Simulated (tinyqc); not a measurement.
From results back to parameters: exchange-split free-electron bands and tunnelling magnetoresistance. Three cases, with inputs chosen for the exercise.

Problem. The electron density n_up + n_dn and the polarisation of the density of states, P = (k_up - k_dn)/(k_up + k_dn), are given; EF and Dx are hidden.

Majority and minority bands E = c k^2/m -/+ Dx/2, c = hbar^2/2m0, so k_up = sqrt(m (EF + Dx/2)/c), k_dn = sqrt(m (EF - Dx/2)/c); n_s = k_s^3/(6 pi^2), D_s = m k_s/(4 pi^2 c).

Constants: hbar^2/2m0 = 3.80998211 eV angstrom^2.

Case 1.

Values chosen: m = 0.81 m0 (mass in the electrodes).
n = 0.0404963 1/angstrom^3
P = 0.193646

Case 2.

Values chosen: m = 0.95 m0 (mass in the electrodes).
n = 0.0295890 1/angstrom^3
P = 0.500660

Case 3.

Values chosen: m = 1.33 m0 (mass in the electrodes).
n = 0.0607353 1/angstrom^3
P = 0.232172

Find: k_up, k_dn; EF; Dx.

Solution. k_dn/k_up = (1 - P)/(1 + P); n then fixes k_up; EF is the mean and Dx the difference of the two kinetic energies.

Case 1.

k_up, k_dn (1/angstrom): 1.2238  0.8267

EF = 5.13 eV
Dx = 3.83 eV

Case 2.

k_up, k_dn (1/angstrom): 1.1911  0.3963

EF = 3.16 eV
Dx = 5.06 eV

Case 3.

k_up, k_dn (1/angstrom): 1.4254  0.8882

EF = 4.04 eV
Dx = 3.56 eV

Computed by tinyqc, one run a case: `OMP_NUM_THREADS=1 python tinyqc.py N N+1 out.jsonl` with N = 1680089, 1680127, 1680162; one thread of a shared Intel(R) Xeon(R) Processor @ 2.30GHz, about 0.01 s a run at most.
